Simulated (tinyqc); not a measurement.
Inside a calculation. Method: Hubbard ring of 3 sites. Computed by tinyqc, a small Python program that keeps every step. Settings: hopping = 1.63, U = 2.3, mixing = 0.5, iteration cap = 67. Command: `OMP_NUM_THREADS=1 python tinyqc.py 22732 22733 out.jsonl` (the two numbers bound the seeds that draw the settings). One thread of a shared host (Intel(R) Xeon(R) Processor @ 2.60GHz), about 0.2 s of CPU time with the checks. Later iterations appear only in the table of the cycle.

## Mean-field iteration 1

one-body matrix (hopping and site energies) (eV):
```
         1        2        3
1  -0.6800  -1.6300  -1.6300
2  -1.6300  -0.6300  -1.6300
3  -1.6300  -1.6300   0.3800
```

U = 2.3000 eV

electrons, up and down: 2  1

mixing = 0.5000

n(up) at the start (a guess, not normalised): 1 1.0000, 2 0.2170, 3 1.0000

n(down) at the start (a guess): 1 0.0000, 2 0.7830, 3 0.0000

H(up) = T + U n(down), H(down) = T + U n(up); fill the lowest levels; n(new) = n + mixing (n(out) - n); E = tr T (rho up + rho down) + U sum n_up n_down of the output.

levels, up (eV): -3.0889  1.4613  2.4985

levels, down (eV): -2.1540  2.4081  3.9149

energy = -4.3400 eV

n(up) after iteration 1: 1 0.9866, 2 0.2568, 3 0.8652

n(down) after iteration 1: 1 0.1286, 2 0.6730, 3 0.0899

## Mean-field iteration 2

As before.

levels, up (eV): -2.9521  1.6703  2.4023

levels, down (eV): -2.1704  2.4009  3.6891

energy = -4.4211 eV

n(up) after iteration 2: 1 0.9884, 2 0.3220, 3 0.7439

n(down) after iteration 2: 1 0.1953, 2 0.6055, 3 0.1449

## Mean-field iteration 3

As before.

levels, up (eV): -2.8902  1.7669  2.3685

levels, down (eV): -2.1498  2.4367  3.5079

energy = -4.4870 eV

n(up) after iteration 3: 1 0.9941, 2 0.4009, 3 0.6322

n(down) after iteration 3: 1 0.2312, 2 0.5574, 3 0.1843

## Convergence

Each step fills the lowest levels of T + U n(other spin) and sets n(new) = n + mixing (n(out) - n); stop when output and input agree to 1e-8.

Course of the cycle:
```
iteration     E (eV)  largest |n(out) - n(in)|  mean |n_up - n_down|
1          -4.339961                  2.70e-01                0.5110
2          -4.421149                  2.43e-01                0.4339
3          -4.486961                  2.23e-01                0.3530
4          -4.543318                  1.96e-01                0.3333
5          -4.590104                  1.62e-01                0.3333
6          -4.625873                  1.43e-01                0.3333
7          -4.650557                  1.19e-01                0.3506
8          -4.666012                  9.49e-02                0.3746
9          -4.674963                  7.25e-02                0.3909
10         -4.679868                  5.37e-02                0.4019
11         -4.682460                  3.91e-02                0.4091
...              ...                       ...                   ...
47         -4.685181                  2.03e-07                0.4231
48         -4.685181                  1.45e-07                0.4231
49         -4.685181                  1.04e-07                0.4231
50         -4.685181                  7.45e-08                0.4231
51         -4.685181                  5.34e-08                0.4231
52         -4.685181                  3.82e-08                0.4231
53         -4.685181                  2.74e-08                0.4231
54         -4.685181                  1.96e-08                0.4231
55         -4.685181                  1.40e-08                0.4231
56         -4.685181                  1.01e-08                0.4231
57         -4.685181                  7.20e-09                0.4231
```

local moments n_up - n_down: 1 0.5722, 2 0.5624, 3 -0.1346

Converged in 57 iterations. Before convergence this energy mixes input and output and is not variational, so it may rise towards its limit.

## The many-body Hamiltonian

Basis: all placements (u, d, 2, 0 on each site), up operators ordered before down ones; hops carry the sign of the same-spin electrons passed.

H (eV):
```
         2u0      u20      uud      20u      udu      u02      duu      02u
2u0   0.3100  -1.6300  -1.6300  -1.6300   0.0000   0.0000   1.6300   0.0000
u20  -1.6300   0.3600  -1.6300   0.0000  -1.6300   0.0000   0.0000   1.6300
uud  -1.6300  -1.6300  -0.9300   0.0000   0.0000  -1.6300   0.0000   0.0000
20u  -1.6300   0.0000   0.0000   1.3200  -1.6300  -1.6300  -1.6300   0.0000
udu   0.0000  -1.6300   0.0000  -1.6300  -0.9300  -1.6300   0.0000  -1.6300
u02   0.0000   0.0000  -1.6300  -1.6300  -1.6300   2.3800   0.0000   0.0000
duu   1.6300   0.0000   0.0000  -1.6300   0.0000   0.0000  -0.9300  -1.6300
02u   0.0000   1.6300   0.0000   0.0000  -1.6300   0.0000  -1.6300   1.4200
0u2   0.0000   0.0000   1.6300   0.0000   0.0000  -1.6300  -1.6300  -1.6300

         0u2
2u0   0.0000
u20   0.0000
uud   1.6300
20u   0.0000
udu   0.0000
u02  -1.6300
duu  -1.6300
02u  -1.6300
0u2   2.4300
```

## Exact diagonalisation (9 states)

Lowest levels of the sector, and the double occupancy of the lowest state.

lowest levels (eV): -4.7842  -4.2821  -0.9300  0.3209  0.4113  1.3700

double occupancy per site = 0.1844

The mean-field solution above lies 0.0990 eV above the exact energy.

## The lowest level by Lanczos steps

From a random start vector (not printed): a_j = <q_j|H|q_j>, b_j = norm of the remainder after orthogonalising; the Ritz value is the lowest eigenvalue of the tridiagonal matrix of a and b so far.

Lanczos:
```
j  a_j (eV)  b_j (eV)  lowest Ritz value (eV)
1   -0.7745    4.2916               -0.774487
2    1.2862    2.1114               -4.157637
3    0.4030    1.4990               -4.526634
4   -0.8667    3.0853               -4.576769
5    0.7688    3.8557               -4.630365
6    2.1272    1.2718               -4.766928
7    0.6120    0.5339               -4.783998
8    1.4642    0.0514               -4.784158
9    0.4099         0               -4.784158
```
